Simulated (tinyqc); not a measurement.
Slope factor and drain-induced lowering from three currents.

Problem. With source and body at 0 V, I = A exp((Vg + dd Vd)/(nf Vt)) (1 - exp(-Vd/Vt)). Find nf, the swing nf Vt ln 10 and dd.

Parameters, values chosen for the exercise:

| symbol | value | unit | meaning |
|---|---|---|---|
| T | 300 | K | temperature |

Constants: q = 1.602176634e-19 C, kB = 1.380649e-23 J/K, Vt = kB T/q. Results are converted to the units shown.

currents at (Vg, Vd) = (0, 0.05), (0, 0.7) and (0.09, 0.7) V (nA/um): 0.071798962  1.3167234  16.714585

Answer. The pair at equal Vd gives nf; the pair at equal Vg, after dividing out the factors 1 - exp(-Vd/Vt), gives dd.

nf = 1.370
swing = 81.55 mV/decade
dd = 0.1500

Program tinyqc, `OMP_NUM_THREADS=1 python tinyqc.py 2242262 2242263 out.jsonl`; Intel Xeon 2.30GHz, shared host, one thread, about 0.03 s.
